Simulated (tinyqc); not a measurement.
UHF in the sto-6g basis, for BeH, spin multiplicity 2, step by step. Computed by tinyqc, a small Python program that keeps every step (integrals from PySCF). Settings: charge = 0, multiplicity = 2, basis = sto-6g, energy threshold = 1e-10, iteration cap = 66, orthogonalisation = symmetric, start = core, DIIS depth = 4, DIIS from iteration = 3, damping = 0.7, method = UHF. Command: `OMP_NUM_THREADS=1 python tinyqc.py 29919 29920 out.jsonl` (the two numbers bound the seeds that draw the settings). One thread of a shared host (Intel(R) Xeon(R) Processor @ 2.60GHz), about 0.1 s of CPU time with the checks.

Geometry (angstrom):
```
atom         x         y         z
Be    0.000000  0.000000  0.000000
H     0.000000  0.000000  1.826000
```

Stop when the energy changes by less than 1e-10 hartree and every element of the error matrix X^T (F D S - S D F) X (for each spin) is below 3e-06.

Course of the cycle:
```
iteration   E (hartree)     change  largest element of the error matrix
1          -14.64468917          -                             2.17e-01
2          -14.74730182  -1.03e-01                             1.68e-01
3          -14.82557117  -7.83e-02                             1.27e-01
4          -14.88357788  -5.80e-02                             9.44e-02
5          -14.92580724  -4.22e-02                             6.95e-02
6          -14.95610142  -3.03e-02                             5.13e-02
7          -14.97703326  -2.09e-02                             3.74e-02
8          -14.99039466  -1.34e-02                             2.63e-02
9          -15.00172421  -1.13e-02                             1.86e-02
10         -15.01012944  -8.41e-03                             1.29e-02
11         -15.01659998  -6.47e-03                             9.06e-03
12         -15.02136608  -4.77e-03                             6.35e-03
13         -15.02481289  -3.45e-03                             4.44e-03
14         -15.02728320  -2.47e-03                             3.11e-03
...                 ...        ...                                  ...
49         -15.03322424  -9.84e-09                             1.18e-08
50         -15.03322425  -6.89e-09                             8.25e-09
51         -15.03322425  -4.82e-09                             5.77e-09
52         -15.03322426  -3.38e-09                             4.04e-09
53         -15.03322426  -2.36e-09                             2.83e-09
54         -15.03322426  -1.65e-09                             1.98e-09
55         -15.03322426  -1.16e-09                             1.39e-09
56         -15.03322426  -8.11e-10                             9.71e-10
57         -15.03322426  -5.67e-10                             6.79e-10
58         -15.03322426  -3.97e-10                             4.76e-10
59         -15.03322426  -2.78e-10                             3.33e-10
60         -15.03322426  -1.95e-10                             2.33e-10
61         -15.03322426  -1.36e-10                             1.63e-10
62         -15.03322426  -9.54e-11                             1.14e-10
```

Can the last value be used, and what does the course show?

Yes. Converged in 62 iterations. PySCF UHF in the same basis, after a stability check = -15.03322426 hartree.
